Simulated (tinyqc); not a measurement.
Ionisation and resistivity against doping: donors with valley-orbit split 1s states.

Each donor binds at most one electron, in any of its states. For a site s, W_s = sum over its states of g exp(E/kT), and the ionised share is 1/(1 + W_s exp(eta)), eta = (EF - Ec)/kT; n = Nc F_1/2(eta); neutrality n + NA = ND x (mean ionised share); holes are neglected. Nc from N = 2 (m kB T/(4 pi c))^(3/2) with c = hbar^2/2m0, in 1/angstrom^3; times 1e24 for 1/cm^3, m = md. F_j(eta) = (1/Gamma(j + 1)) integral_0^infinity x^j dx/(1 + exp(x - eta)), which tends to exp(eta) for eta << 0.

Mobility (Caughey-Thomas form): mu = mu0 + (mu1 (T/300)^(-ga) - mu0)/(1 + ((ND + NA)/Nr)^de); rho = 1/(e n mu), e = 1.602176634e-19 C.

Constants: hbar^2/2m0 = 3.80998211 eV angstrom^2; kB = 8.617333262e-05 eV/K.

Values chosen for the exercise (near those of Sb in Si; not measured data):
```
symbol  value               unit        meaning
md      1.063               m0          density-of-states mass of the conduction band
E       (43.3, 33.7, 30.5)  meV         binding energies of 1s(A1), 1s(T2), 1s(E)
g       (2, 6, 4)                       their degeneracies with spin
T       500                 K
mu0     69                  cm^2/(V s)  mobility at heavy doping
mu1     1361                cm^2/(V s)  mobility at light doping and 300 K
Nr      9.3e+16             1/cm^3      reference doping
de      0.72                            doping exponent
ga      2.3                             temperature exponent
```

NA = 0.

Results:
```
ND (1/cm^3),n (1/cm^3),n/ND,mu (cm^2/(V s)),rho (ohm cm),rho at full ionisation
1.0e+14,1.00e+14,1.000,418,149,149
1.0e+15,1.00e+15,1.000,407,15.3,15.3
1.0e+16,9.96e+15,0.996,362,1.73,1.73
3.0e+16,2.96e+16,0.987,313,0.675,0.666
1.0e+17,9.59e+16,0.959,240,0.271,0.260
1.0e+18,7.47e+17,0.747,123,0.0680,0.0508
2.0e+18,1.27e+18,0.634,104,0.0474,0.0301
```

Give the missing row, ND (1/cm^3) = 3.0e+17.

Computed row:
```
ND (1/cm^3)  n (1/cm^3)   n/ND  mu (cm^2/(V s))  rho (ohm cm)  rho at full ionisation
3.0e+17        2.68e+17  0.892              175         0.133                   0.119
```

From 1e16 to 1e18 1/cm^3 rho falls by a factor 25.5, not 100: the mobility takes a factor 2.94 and incomplete ionisation 1.33. n/ND is below 0.9 from 3e+17 1/cm^3 on. From a few times 1e18 1/cm^3 on, depending on the dopant, the levels merge with the band, and already below that screening lowers the binding energy, so the last rows understate n.

Computed by tinyqc, a small Python program: `OMP_NUM_THREADS=1 python tinyqc.py 1680918 1680919 out.jsonl` (the numbers bound the seed that draws the inputs); one thread of a shared host (Intel(R) Xeon(R) Processor @ 2.30GHz), about 0.01 s for the whole set of steps.
